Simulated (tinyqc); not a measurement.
What each parameter does: Bethe-Salpeter matrix of a two-band chain (Tamm-Dancoff form).

One valence and one conduction band, lattice period 1, mesh k = 2 pi j/N. Pair energies D(k) = Eg + 2 t sum(1 - cos k), t = tc + tv. Screened attraction W(R) = U at R = 0 and V/|R| otherwise, R over the N cells with the nearest image; W(q) = sum_R W(R) cos(q R). H(k, k') = D(k) delta - W(k - k')/Nk + 2 J/Nk for singlets (J = 0 for triplets), Nk the number of k points. With a constant transition dipole the strength of a state is f = (sum_k A_k)^2/Nk, and the f sum to 1.

Inputs chosen for the exercise:
- Eg = 5.8 eV (quasiparticle gap)
- tc = 0.98 eV (conduction hopping)
- tv = 0.7 eV (valence hopping)
- U = 1.09 eV (attraction in the same cell)
- V = 0.65 eV (attraction at one cell distance)
- J = 0.25 eV (exchange in the same cell)

N = 100: lowest singlet, its binding and f, and the singlet-triplet splitting. Each row changes one parameter from the base and keeps the others.

Results:

| case | singlet (eV) | binding (eV) | f | splitting (eV) |
|---|---|---|---|---|
| base | 5.4306 | 0.3694 | 0.211 | 0.1245 |
| Eg = 6 eV | 5.6306 | 0.3694 | 0.211 | 0.1245 |
| tc = 1.27 eV | 5.4469 | 0.3531 | 0.198 | 0.1153 |
| tv = 0.42 eV | 5.4122 | 0.3878 | 0.227 | 0.1357 |
| U = 0.87 eV | 5.4737 | 0.3263 | 0.181 | 0.1080 |
| V = 0.75 eV | 5.3768 | 0.4232 | 0.211 | 0.1234 |
| J = 0.38 eV | 5.4809 | 0.3191 | 0.176 | 0.1748 |

The largest shifts from the base row, up to three for each result and ties (the steps differ in size, so this ranks the rows, not the parameters). singlet (eV): Eg +0.2000, V -0.0538, J +0.0502. binding (eV): V +0.0538, J -0.0502, U -0.0431; unchanged at the printed digits by Eg. f: J -0.035, U -0.030, tv +0.016; unchanged at the printed digits by Eg and V. splitting (eV): J +0.0502, U -0.0165, tv +0.0111; unchanged at the printed digits by Eg. At zero total momentum only the sum tc + tv enters.

Run: tinyqc, `OMP_NUM_THREADS=1 python tinyqc.py 1280433 1280434 out.jsonl`; Intel(R) Xeon(R) Processor @ 2.30GHz, one thread, shared host; about 0.1 s of CPU time with all checks.
